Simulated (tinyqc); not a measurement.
Thickness and doping from the maximum and minimum capacitance.

Question. A MOS capacitor has Cmax = Cox = eps0 eox/tox and 1/Cmin = 1/Cox + Wm/(eps0 eps_r), with Wm = sqrt(4 eps0 eps_r Vt ln(N/ni)/(q N)) and N well above ni. Find tox, Wm and N.

Values chosen for this exercise; band and dielectric values close to those of silicon: temperature T = 400 K; relative permittivity eps_r = 11.8; relative permittivity of the gate insulator (close to hafnium oxide) eox = 21.4.

Constants: q = 1.602176634e-19 C, kB = 1.380649e-23 J/K, Vt = kB T/q, eps0 = 8.8541878128e-14 F/cm where lengths are in cm. Results are converted to the units shown.

Cmax = 0.48584518 uF/cm^2
Cmin = 0.13459314 uF/cm^2
ni = 3.1482209e12 cm^-3

Answer. Cmax gives tox and the series difference Wm. N follows by iterating N = 4 eps0 eps_r Vt ln(N/ni)/(q Wm^2); ln(N/ni)/N falls steadily for N > e ni, so there is one root in that range.

tox = 39.0 nm
Wm = 56.1 nm
N = 3.30e17 cm^-3

tinyqc, about 0.01 s, one thread, Intel Xeon 2.30GHz (shared host): `OMP_NUM_THREADS=1 python tinyqc.py 2060108 2060109 out.jsonl`
